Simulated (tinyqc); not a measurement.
Shape of the cross-section: round or elliptic silicon nanowire with anisotropic valleys (Ritz method).

Wire along x = [110] on a (001) wafer, y = [-110], z = [001]. Valley groups (w = inverse masses): A, two valleys along z: w_y = 1/mt, w_z = 1/ml, m_x = mt; B, four valleys in the wafer plane: w_y = (1/ml + 1/mt)/2, w_z = 1/mt, m_x = (ml + mt)/2.

Constants: hbar^2/2m0 = 3.80998211 eV angstrom^2.

Inputs chosen for the exercise (near those of a Si nanowire; the results hold for these values, not for the real material): ml = 0.901 m0 (longitudinal mass); mt = 0.19 m0 (transverse mass); area = 50.3 nm^2 (cross-section, kept fixed); hw = 1 (height over mean width).

Equal area, hard walls, lowest level of -c (w_y d2/dy2 + w_z d2/dz2), c = hbar^2/2m0. Rectangle W x H with H/W = hw; ellipse with b/a = hw; trapezoid of height H, base W/0.8 and top 0.6 of the base; isosceles triangle of height H and base 2W. Ellipse, trapezoid and triangle by converged Ritz bases; 1 nm^2 = 100 angstrom^2.

Levels:
```
shape      A (eV)  B (eV)  B - A (meV)
rectangle  0.0476  0.0632         15.5
ellipse    0.0431  0.0580         14.9
trapezoid  0.0469  0.0644         17.5
triangle   0.0423  0.0836         41.3
```

W = 70.9 angstrom
H = 70.9 angstrom

How do the results move, and what explains it?

For group A the order is triangle, ellipse, trapezoid, rectangle, spanning 13 %. For group B the order is ellipse, rectangle, trapezoid, triangle, spanning 44 %. The ellipse lies below the rectangle for both groups, since corners hold little of the wave function. The triangle is lowest for A, whose light mass lies across the width and gains from the wide base. The spacing B - A of the valley groups runs from 15 to 41 meV.

tinyqc: `OMP_NUM_THREADS=1 python tinyqc.py 1250792 1250793 out.jsonl`; about 0.04 s, one thread, shared Intel(R) Xeon(R) Processor @ 2.30GHz.
